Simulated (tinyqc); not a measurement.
What moves the results: Shockley-Read-Hall recombination through one deep level. A value that a table varies takes the place of the one given here.

One level at Et with degeneracy 1: tn = 1/(sn vth Nt), tp = 1/(sp_ vth Nt), n1 = Nc exp((Et - Eg)/kT), p1 = Nv exp(-Et/kT), ni^2 = n1 p1. Equilibrium p0 = Nm, n0 = ni^2/Nm; n = n0 + dn, p = p0 + dn. U = (n p - ni^2)/(tp (n + n1) + tn (p + p1)), lifetime dn/U; emission rates en = sn vth n1, ep = sp_ vth p1.

Constants: kB = 8.617333262e-05 eV/K.

Inputs chosen for the exercise (gap and densities of states near those of Si at this temperature; the results hold for these values, not for the real material): E1 = 0.241 eV (level (+1/0) above Ev); E2 = 0.863 eV (level (0/-1) above Ev); gm = 2 (degeneracy of the middle state, the others 1); T = 450 K; Eg = 1.087 eV (gap); Nc = 4.7e+19 1/cm^3 (conduction-band density of states); Nv = 1.98e+19 1/cm^3 (valence-band density of states); Nd = -1.1e+13 1/cm^3 (ionised shallow donors minus acceptors); Et = 0.241 eV (recombination level above Ev); Nt = 2.8e+13 1/cm^3 (defects); sn = 5.1e-15 cm^2 (electron capture cross-section); sp_ = 6.9e-16 cm^2 (hole capture cross-section); vth = 13000000 cm/s (thermal velocity, both carriers); Nm = 4e+15 1/cm^3 (equilibrium holes for the lifetime steps); dn = 8e+13 1/cm^3 (excess pairs).

## Charge state against the Fermi level (deep level with several charge states)

Energies from Ev. The defect has charge states +1, 0, -1 with weights 1, gm exp((EF - E1)/kT), exp((2 EF - E1 - E2)/kT); the shares are the weights over their sum. Boltzmann carriers: n = Nc exp((EF - Eg)/kT), p = Nv exp(-EF/kT). Neutrality: p - n + Nd + Nt <q> = 0.

Shares:

| EF (eV) | +1 | 0 | -1 | <q> |
|---|---|---|---|---|
| 0.065 | 0.979 | 0.021 | 0.000 | 0.979 |
| 0.152 | 0.832 | 0.168 | 0.000 | 0.832 |
| 0.239 | 0.345 | 0.655 | 0.000 | 0.345 |
| 0.326 | 0.053 | 0.947 | 0.000 | 0.053 |
| 0.413 | 0.006 | 0.994 | 0.000 | 0.006 |
| 0.500 | 0.001 | 0.999 | 0.000 | 0.001 |
| 0.587 | 0.000 | 1.000 | 0.000 | 0.000 |
| 0.674 | 0.000 | 0.996 | 0.004 | -0.004 |
| 0.761 | 0.000 | 0.965 | 0.035 | -0.035 |
| 0.848 | 0.000 | 0.746 | 0.254 | -0.254 |
| 0.935 | 0.000 | 0.238 | 0.762 | -0.762 |
| 1.022 | 0.000 | 0.032 | 0.968 | -0.968 |

Where the levels are several kT apart the middle state rules between about E1 - kT ln gm = 0.214 and E2 + kT ln gm = 0.890 eV; its largest share listed is 1.000. Each step spreads from 10 % to 90 % over 4.4 kT = 0.170 eV.

## Defects against doping (deep level with several charge states)

Nt takes the listed multiples of |Nd|; the resistivity uses mobilities of 1000 (electrons) and 300 (holes) cm^2/(V s), chosen for the exercise, and e = 1.602176634e-19 C.

Neutral state:

| Nt/\|Nd\| | EF (eV) | n (1/cm^3) | p (1/cm^3) | rho (ohm cm) |
|---|---|---|---|---|
| 0.01 | 0.5183 | 2.01e+13 | 3.11e+13 | 212 |
| 0.10 | 0.5183 | 2.01e+13 | 3.11e+13 | 212 |
| 0.30 | 0.5183 | 2.01e+13 | 3.11e+13 | 212 |
| 0.60 | 0.5183 | 2.01e+13 | 3.11e+13 | 212 |
| 0.90 | 0.5183 | 2.01e+13 | 3.11e+13 | 212 |
| 1.10 | 0.5183 | 2.01e+13 | 3.11e+13 | 212 |
| 1.50 | 0.5183 | 2.01e+13 | 3.11e+13 | 212 |
| 3.00 | 0.5183 | 2.01e+13 | 3.11e+13 | 212 |
| 10.00 | 0.5183 | 2.01e+13 | 3.10e+13 | 212 |

EF moves by less than 10 meV: at this EF the defects are neutral on average, so they neither give nor take carriers.

## Lifetime against injection

Recombination:

| dn (1/cm^3) | lifetime (microsecond) | U (1/(cm^3 s)) |
|---|---|---|
| 1.0e+11 | 5.870 | 1.70e+16 |
| 1.0e+12 | 5.870 | 1.70e+17 |
| 1.0e+13 | 5.867 | 1.70e+18 |
| 1.0e+14 | 5.837 | 1.71e+19 |
| 1.0e+15 | 5.600 | 1.79e+20 |
| 1.0e+16 | 4.906 | 2.04e+21 |
| 1.0e+17 | 4.572 | 2.19e+22 |
| 1.0e+18 | 4.526 | 2.21e+23 |

The lifetime falls from 5.87 to 4.526 microsecond; tn + tp = 4.52. At low injection it is tn (1 + p1/p0) + tp n1/p0 with n1/Nm = 3.9e-06 and p1/Nm = 9.9: re-emission lengthens it to 10.9 times the minority capture time. Auger and radiative paths are left out; they cut in at the highest injections, and in a doped direct-gap crystal the radiative one counts at all injections. dn = dp neglects trapped charge, which matters where the traps hold a charge comparable with dn, at low injection and with very unequal cross sections.

## Where a level does most harm

Et takes the values listed; G = Nt en ep/(en + ep) in a depleted region; the lifetime is for dn = 1e11 1/cm^3.

Results:

| Et (eV) | lifetime (microsecond) | G (1/(cm^3 s)) |
|---|---|---|
| 0.065 | 499 | 3.13e+14 |
| 0.152 | 53.5 | 2.95e+15 |
| 0.239 | 6.15 | 2.78e+16 |
| 0.326 | 1.13 | 2.62e+17 |
| 0.413 | 0.603 | 2.42e+18 |
| 0.500 | 0.558 | 8.13e+18 |
| 0.587 | 0.657 | 1.32e+18 |
| 0.674 | 1.65 | 1.41e+17 |
| 0.761 | 11.0 | 1.49e+16 |
| 0.848 | 99.0 | 1.58e+15 |
| 0.935 | 929 | 1.68e+14 |
| 1.022 | 8.75e+03 | 1.78e+13 |

Generation peaks where en = ep, at Eg/2 + (kT/2) ln(sp_ Nv/(sn Nc)) = 0.488 eV; the largest value listed is at 0.500 eV, and G falls by a decade for each 0.089 eV away from the peak. The lifetime is within a factor 2 of its minimum, 0.558 microsecond, from 0.413 to 0.587 eV: recombination tolerates a wide range of Et, generation a narrow one.

## What moves lifetime and leakage

G = Nt en ep/(en + ep). Each row changes one parameter from the base and keeps the others.

Results:

| case | lifetime (microsecond) | G (1/(cm^3 s)) |
|---|---|---|
| base | 5.844 | 2.92e+16 |
| Et = 0.281 eV | 2.480 | 8.20e+16 |
| sn = 1.02e-14 cm^2 | 2.961 | 5.85e+16 |
| sp_ = 1.38e-15 cm^2 | 5.805 | 2.92e+16 |
| Nt = 1.4e+13 1/cm^3 | 11.69 | 1.46e+16 |
| Nm = 1.2e+16 1/cm^3 | 2.330 | 2.92e+16 |
| dn = 2.4e+14 1/cm^3 | 5.794 | 2.92e+16 |

The largest shifts from the base row, up to three for each result and ties (the steps differ in size, so this ranks the rows, not the parameters). lifetime (microsecond): Nt +5.84, Nm -3.51, Et -3.36. G (1/(cm^3 s)): Et +5.28e+16, sn +2.92e+16, Nt -1.46e+16; unchanged at the printed digits by sp_, Nm and dn.

Run: tinyqc, `OMP_NUM_THREADS=1 python tinyqc.py 1681275 1681276 out.jsonl`; Intel(R) Xeon(R) Processor @ 2.30GHz, one thread, shared host; about 0.01 s of CPU time with all checks.
